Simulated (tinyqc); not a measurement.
From results to parameters: Hubbard dimer. Computed by the program tinyqc.

Problem. A two-site Hubbard model with two electrons has its ground state at (U - sqrt(U^2 + 16 t^2))/2, the triplet at 0 and the odd ionic singlet at U. Find t, U and the double occupancy per site.

singlet-triplet splitting = 0.694100 eV
gap from the ground state to the ionic odd singlet = 12.284100 eV

Solution. The difference of the two gaps is U and their product is 4 t^2; the double occupancy per site is (1 - U/sqrt(U^2 + 16 t^2))/4.

t, U (eV): 1.460  11.590
double occupancy per site = 0.027
